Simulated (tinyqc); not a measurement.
# Junctionless gate-all-around wire, depletion approximation: effects of single changes

A uniformly doped n-type wire of radius R under a surrounding gate; long channel. Below flat band a shell from radius rc to R is fully depleted and the neutral core, at channel potential V (0 at the source, Vd at the drain), carries the current with constant mobility; s = (rc/R)^2 is the share of the cross-section that conducts. The edge of the depleted shell is taken as abrupt, so there is no subthreshold current.

Values chosen for this exercise; material values close to those of germanium: relative permittivity of the semiconductor eps_r = 16.1; relative permittivity of the gate insulator eox = 7.5; insulator thickness tox = 4.3 nm; wire radius R = 10 nm; donor density Nd = 8.3e18 cm^-3; flat-band voltage Vfb = 1.02 V; effective mobility in the wire mu = 39 cm^2/(V s); gate length L = 1 um; gate voltage Vg = 0.76 V.

Constants: q = 1.602176634e-19 C, eps0 = 8.8541878128e-14 F/cm where lengths are in cm. Results are converted to the units shown.

Each table varies one quantity; the others keep the values above.

## Output curve

Cox = eps0 eox/(R ln(1 + tox/R)); A = q Nd R^2/(4 eps0 eps_r); B = q Nd R/(2 Cox); VT = Vfb - A - B. s solves Vfb - Vg + V = A (1 - s + s ln s) + B (1 - s), and s = 0 where the left side exceeds A + B. I = (q mu Nd pi R^2/L)[g(s0) - g(sL)], g = A (s^2/4 - (s^2/2) ln s) + B s^2/2, with s0 at V = 0 and sL at V = Vd.

Output curve:

| Vd (V) | sL | I (uA) | I/Vd (uS) |
|---|---|---|---|
| 0.055 | 0.3233 | 0.03308 | 0.6014 |
| 0.109 | 0.2408 | 0.05783 | 0.5306 |
| 0.162 | 0.1681 | 0.07543 | 0.4656 |
| 0.216 | 0.1028 | 0.08728 | 0.4041 |
| 0.269 | 0.04797 | 0.09372 | 0.3484 |
| 0.323 | 0.004505 | 0.09591 | 0.2969 |
| 0.376 | 0 | 0.09594 | 0.2551 |
| 0.43 | 0 | 0.09594 | 0.2231 |

The current rises from 0.0331 to 0.0959 uA; the conducting share at the drain falls from 0.323 to 0. The core closes at Vd = Vg - VT = 0.331 V, and the current is constant beyond.

## Effect of the insulator thickness on the threshold

Same model as above.

The flat-band conductance is G0 = q mu Nd pi R^2/L.

The same in every row: A (V) = 0.23321; G0 (uS) = 1.6293.

Result of one run:

| tox (nm) | Cox (uF/cm^2) | B (V) | VT (V) |
|---|---|---|---|
| 6.2 | 1.3765 | 0.48304 | 0.30375 |

What becomes of these results when the insulator thickness tox is changed from 6.2 to 2.1 nm, all else the same?

Result of the changed run:

| tox (nm) | Cox (uF/cm^2) | B (V) | VT (V) |
|---|---|---|---|
| 2.1 | 3.4837 | 0.19086 | 0.59593 |

The whole series:

| tox (nm) | Cox (uF/cm^2) | B (V) | VT (V) |
|---|---|---|---|
| 1.4 | 5.0681 | 0.13119 | 0.65559 |
| 2.1 | 3.4837 | 0.19086 | 0.59593 |
| 3 | 2.5311 | 0.26270 | 0.52409 |
| 4.3 | 1.8566 | 0.35813 | 0.42866 |
| 6.2 | 1.3765 | 0.48304 | 0.30375 |
| 8.9 | 1.0432 | 0.63738 | 0.14941 |
| 13 | 0.79728 | 0.83396 | -0.047175 |

As tox goes from 1.4 to 13 nm, VT falls from 0.656 to -0.0472 V and G0 stays at 1.63 uS. A + B goes on average as tox^(0.48). The device is normally off (VT > 0) in 6 of the 7 rows.

Numbers from tinyqc (`OMP_NUM_THREADS=1 python tinyqc.py 2460092 2460093 out.jsonl`; about 0.01 s on one thread of a shared Intel Xeon 2.30GHz).
